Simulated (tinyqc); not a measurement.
Strain-driven roughening and islands of a mismatched epitaxial film: one step, computed by the program tinyqc.

Film and substrate share isotropic elastic constants; the film is coherent and biaxially strained.

Question. A ripple of given wavelength. A ripple A cos(k x) has the surface chemical potential per volume [gamma k^2 - 2 (1 + nu) w k] A cos(k x), so k_c = 2 (1 + nu) w/gamma. With surface diffusion the amplitude grows at the rate q = B k^2 [2 (1 + nu) w k - gamma k^2], fastest at k_m = (3/4) k_c. B is the surface mobility. Stress at the trough = stress x (1 + 2 k A).

Inputs (values chosen for the exercise, modelled on GaN on AlN):

| quantity | value | unit |
|---|---|---|
| Poisson ratio nu | 0.19 | - |
| surface energy gamma | 1.85 | J/m^2 |
| surface mobility D_s nu_s Omega^2/(k_B T) | 6.3e-33 | m^6/(J s) |
| initial ripple amplitude A0 | 0.13 | nm |
| ripple wavelength over the critical one | 2.4 | - |

Transport: surface diffusion.

k_c = 0.2745457 1/nm

energy density w = 213.4074 MJ/m^3

growth time 1/q at k_m = 0.1431875 s

Give: k; rate q; q over the largest rate; stress concentration at A0.

Answer.

k = 0.11439 1/nm

rate q = 2.7942 1/s

q over the largest rate = 0.40009

stress concentration at A0 = 1.0297

The ripple grows.
